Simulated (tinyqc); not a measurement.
Worked calculation: round or elliptic silicon nanowire with anisotropic valleys (Ritz method). Values are carried at full precision from step to step, so a last printed digit may differ when a step is redone from the rounded ones.

Wire along x = [110] on a (001) wafer, y = [-110], z = [001]. Valley groups (w = inverse masses): A, two valleys along z: w_y = 1/mt, w_z = 1/ml, m_x = mt; B, four valleys in the wafer plane: w_y = (1/ml + 1/mt)/2, w_z = 1/mt, m_x = (ml + mt)/2.

Constants: hbar^2/2m0 = 3.80998211 eV angstrom^2; kB = 8.617333262e-05 eV/K.

Values chosen for the exercise (near those of a Si nanowire; shifted at random, so the results belong to these values and not to a real crystal):
```
symbol  value  unit      meaning
ml      0.924  m0        longitudinal mass
mt      0.191  m0        transverse mass
a       27     angstrom  semi-axis along y
b       39     angstrom  semi-axis along z
group   B                valley group worked out
T       77     K         temperature
```

## Stretching the ellipse

Scaling y by 1/sqrt(w_y) and z by 1/sqrt(w_z) makes the mass 1 and the semi-axes A = a/sqrt(w_y), B = b/sqrt(w_z). List them with the one-function estimate 3c (1/A^2 + 1/B^2) and the slender limit c (pi/2s)^2 (1 + 2s/(pi l)), s and l the smaller and larger of A, B; c = hbar^2/2m0.

Groups:
```
group  g      A      B  axis ratio  one function (eV)  slender limit (eV)
A      2  11.80  37.49       3.177             0.0902              0.0810
B      4  15.19  17.04       1.122             0.0889              0.0638
```

The one-function value suits axis ratios near 1 and the slender limit ratios well above 2.

## Matrices of three even functions

Hard wall on the ellipse (y/a)^2 + (z/b)^2 = 1, c = hbar^2/2m0. With u = y/a, v = z/b the operator is -c [(w_y/a^2) d2/du2 + (w_z/b^2) d2/dv2] on the unit disc. Basis (1 - u^2 - v^2) u^i v^j; S, X and Y are the disc integrals of f f', (df/du)(df'/du) and (df/dv)(df'/dv), from the integral of u^p v^q = 2 Gamma((p+1)/2) Gamma((q+1)/2)/((p + q + 2) Gamma((p+q+2)/2)) for even p, q; H = c (w_y X/a^2 + w_z Y/b^2).

Basis 1, u^2, v^2 times (1 - u^2 - v^2); form S and H for the chosen group.

S:
```
            1       u^2       v^2
1    1.047198  0.130900  0.130900
u^2  0.130900  0.039270  0.013090
v^2  0.130900  0.013090  0.039270
```

H (meV):
```
           1      u^2      v^2
1    93.0675  15.5112  15.5112
u^2  15.5112  14.4611   1.9389
v^2  15.5112   1.9389  12.6836
```

## Lowest level in this basis

Solve H p = E S p for the wire level; give E, the ratios p2/p1 and p3/p1, and H11/S11.

E = 85.6 meV

ratios: -0.36  -0.43

one function = 88.9 meV

The two added functions lower the level by 3.2 meV (3.6 %); the two ratios are close, as the stretched shape is nearly a circle.

## Subbands

Converged values use 21 functions of each parity class (e or o in u, then in v).

The nine lowest levels of all groups and parity classes.

Subbands:
```
group, parity  g  m_x (m0)  E (eV)
A ee           2    0.1910  0.0838
B ee           4    0.5575  0.0856
A eo           2    0.1910  0.1214
A ee           2    0.1910  0.1694
B eo           4    0.5575  0.2049
A eo           2    0.1910  0.2283
B oe           4    0.5575  0.2298
A ee           2    0.1910  0.2989
A oe           2    0.1910  0.2998
```

At 77 K and without degeneracy the populations go as g sqrt(m_x) exp(-E/kB T): among these nine the lowest level holds 28 % and the light transport mass mt 28 % of the electrons.

## Checks

- Circle of radius a with both masses mt against c (2.404826/R)^2/m, eV: both 0.1582.

(tinyqc, `OMP_NUM_THREADS=1 python tinyqc.py 1251362 1251363 out.jsonl`, Intel(R) Xeon(R) Processor @ 2.30GHz, 1 thread, shared host, about 0.07 s.)
